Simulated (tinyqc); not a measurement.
From results back to parameters: k.p values derived from sp3s* tight binding at Gamma. Three cases, with inputs chosen for the exercise.

Problem. The electron mass obeys m0/m = A + Ep/EG, where A gathers the direct term and the higher bands, and Ep = P^2/c with c = hbar^2/2m0, P = (a/4)(sa pc Vsapc + sc pa Vscpa). The mass comes from a hidden Vscpa (s cation, p anion); sa, sc are the anion and cation parts of S+, the upper s level at Gamma, and pa, pc those of P-, the lower p level (P+ is the upper one).

Constants: hbar^2/2m0 = 3.80998211 eV angstrom^2.

Case 1.

Values chosen (out of a larger set: near a published set for InP, fitted to gaps, whose masses and valley positions are rough; not measured data): a = 5.865 angstrom (lattice constant); Vsapc = 2.236 eV (s anion, p cation).

m = 0.1237145 m0
A = -1.46367
EG = 1.419612 eV

sa, sc, pa, pc: 0.474466  -0.880274  0.907190  -0.420721

Case 2.

Values chosen (out of a larger set: near a published set for SiC, fitted to gaps, whose masses and valley positions are rough; not measured data): a = 4.364 angstrom (lattice constant); Vsapc = 9.437 eV (s anion, p cation).

m = 0.5152810 m0
A = -2.54492
EG = 5.880849 eV

sa, sc, pa, pc: 0.654190  -0.756331  0.819075  -0.573686

Case 3.

Values chosen (out of a larger set: near a published set for GaAs, fitted to gaps, whose masses and valley positions are rough; not measured data): a = 5.653 angstrom (lattice constant); Vsapc = 4.437 eV (s anion, p cation).

m = 0.1240374 m0
A = -1.54303
EG = 1.564139 eV

sa, sc, pa, pc: 0.545800  -0.837915  0.883764  -0.467932

Find: Ep; Vscpa.

Solution. Ep = (m0/m - A) EG gives |P|; both terms of P have the sign of sc pa, and the linear relation gives Vscpa. A is held fixed, though its part from P+ also depends on Vscpa.

Case 1.

Ep = 13.55 eV
Vscpa = 5.58 eV

Case 2.

Ep = 26.38 eV
Vscpa = 9.12 eV

Case 3.

Ep = 15.02 eV
Vscpa = 5.70 eV

Computed by tinyqc, one run a case: `OMP_NUM_THREADS=1 python tinyqc.py N N+1 out.jsonl` with N = 1452031, 1452035, 1452049; one thread of a shared Intel(R) Xeon(R) Processor @ 2.30GHz, about 0.01 s a run at most.
